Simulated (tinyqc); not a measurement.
What moves the results: Gamma, L and X subbands of a thin body with non-parabolic valleys. A value that a table varies takes the place of the one given here.

Hard walls, flat band, c = hbar^2/2m0, energies from the bulk Gamma edge. For a valley at angle theta to the normal 1/m_z = cos^2/ml + sin^2/mt and m_d = sqrt(ml mt^2/m_z). Subband n starts at E_v + e with e (1 + a e) = c (n pi/t)^2/m_z, and its density-of-states mass is taken as m_d (1 + 2 a e), without further growth at higher in-plane energy. Groups are named by valley and degeneracy.

n_i = g m/(2 pi c) kB T ln(1 + exp((EF - E_i)/kB T)), sum n_i = Ns (1e12/cm^2 = 1e-4/angstrom^2), c = hbar^2/2m0. Quantum capacitance Cq = 1602.176634 sum g m/(2 pi c) f_i in microfarad/cm^2 with f_i = 1/(1 + exp((E_i - EF)/kB T)); Cox = 34.5313/eot (one gate); C/Cox = Cq/(Cq + Cox), the centroid term left out.

Constants: hbar^2/2m0 = 3.80998211 eV angstrom^2; kB = 8.617333262e-05 eV/K.

Parameters, chosen for this exercise (near those of a thin InP channel; shifted at random, so the results belong to these values and not to a real crystal): face = 100 (surface); mG = 0.0796 m0 (Gamma mass); aG = 0.6 1/eV (Gamma non-parabolicity); EL = 0.562 eV (L edge above Gamma); mL = (1.683, 0.099) m0 (L valleys (four, along <111>): ml, mt); EX = 0.978 eV (X edge above Gamma); mX = (0.865, 0.273) m0 (X valleys (three, along <100>): ml, mt); aS = 0.46 1/eV (non-parabolicity of L and X); Ns = 11 x 1e12/cm^2 (sheet density); T = 300 K (temperature); eot = 9 angstrom (equivalent oxide thickness); ts = (20, 26, 34, 45, 60, 85, 130) angstrom (thicknesses); t = 66 angstrom (body thickness); Nl = (0.5, 1, 2, 4, 7, 11, 16) x 1e12/cm^2 (sheet densities).

## Thinning the body

Lowest edge of each valley type, the lowest group, the Gamma share and C/Cox, with n = 1 to 8 of all groups.

Results:

| t (angstrom) | Gamma (eV) | L (eV) | X (eV) | lowest | Gamma share (%) | C/Cox |
|---|---|---|---|---|---|---|
| 20 | 0.798 | 1.087 | 1.082 | G1 | 98.0 | 0.754 |
| 26 | 0.530 | 0.896 | 1.041 | G1 | 99.7 | 0.699 |
| 34 | 0.339 | 0.768 | 1.015 | G1 | 99.9 | 0.663 |
| 45 | 0.207 | 0.684 | 0.999 | G1 | 100.0 | 0.635 |
| 60 | 0.122 | 0.632 | 0.990 | G1 | 100.0 | 0.691 |
| 85 | 0.063 | 0.597 | 0.984 | G1 | 100.0 | 0.758 |
| 130 | 0.027 | 0.577 | 0.981 | G1 | 100.0 | 0.787 |

From 130 down to 20 angstrom Gamma rises by 0.77 eV, L by 0.51 and X by 0.10 eV, the light Gamma mass moving most. G1 stays lowest throughout. The Gamma share goes from 100 % to 98 %. C/Cox is 0.79 and 0.75 at the ends and lies between 0.64 and 0.79. Hard walls overstate the rise in the thinnest rows.

## Raising the sheet density

Fixed thickness, n = 1 to 8 of all groups; the gate overdrive above the lowest edge is (EF - E_lowest)/e + 0.1602177 Ns/Cox in volts.

Results:

| Ns (1e12/cm^2) | EF - lowest (eV) | Gamma share (%) | Cq | C/Cox | overdrive (V) |
|---|---|---|---|---|---|
| 0.5 | -0.010 | 100.0 | 2.42 | 0.387 | 0.011 |
| 1.0 | 0.015 | 100.0 | 3.86 | 0.501 | 0.057 |
| 2.0 | 0.050 | 100.0 | 5.23 | 0.577 | 0.134 |
| 4.0 | 0.107 | 100.0 | 5.91 | 0.606 | 0.274 |
| 7.0 | 0.185 | 100.0 | 6.46 | 0.627 | 0.478 |
| 11.0 | 0.265 | 100.0 | 10.51 | 0.733 | 0.724 |
| 16.0 | 0.331 | 99.9 | 13.27 | 0.776 | 0.999 |

The lowest subband is G1 n=1. At the highest density band filling takes 0.331 V of the 0.999 V overdrive. Cq grows from 2.4 to 13.3 microfarad/cm^2 while EF moves from -0.010 to +0.331 eV against the lowest edge; the Gamma share stays near 100 %.

## What each parameter does

n = 1 to 8 of all groups. Each row changes one parameter from the base and keeps the others.

Results:

| case | lowest edge (eV) | EF (eV) | Gamma share (%) | C/Cox |
|---|---|---|---|---|
| base | 0.102 | 0.367 | 100.0 | 0.733 |
| t = 74 angstrom | 0.082 | 0.331 | 100.0 | 0.753 |
| mG = 0.0915 m0 | 0.090 | 0.323 | 100.0 | 0.750 |
| aG = 0.42 1/eV | 0.104 | 0.382 | 100.0 | 0.718 |
| EL = 0.612 eV | 0.102 | 0.367 | 100.0 | 0.733 |
| Ns = 16.5 x 1e12/cm^2 | 0.102 | 0.439 | 99.9 | 0.777 |
| eot = 7 angstrom | 0.102 | 0.367 | 100.0 | 0.681 |
| T = 250 K | 0.102 | 0.369 | 100.0 | 0.738 |

The largest shifts from the base row, up to three for each result and ties (the steps differ in size, so this ranks the rows, not the parameters). lowest edge (eV): t -0.020, mG -0.013, aG +0.002; unchanged at the printed digits by EL, Ns, eot and T. EF (eV): Ns +0.072, mG -0.044, t -0.036; unchanged at the printed digits by EL and eot. Gamma share (%): Ns -0.1; unchanged at the printed digits by t, mG, aG, EL, eot and T. C/Cox: eot -0.052, Ns +0.044, t +0.020; unchanged at the printed digits by EL.

tinyqc: `OMP_NUM_THREADS=1 python tinyqc.py 1250565 1250566 out.jsonl`; about 0.02 s, one thread, shared Intel(R) Xeon(R) Processor @ 2.30GHz.
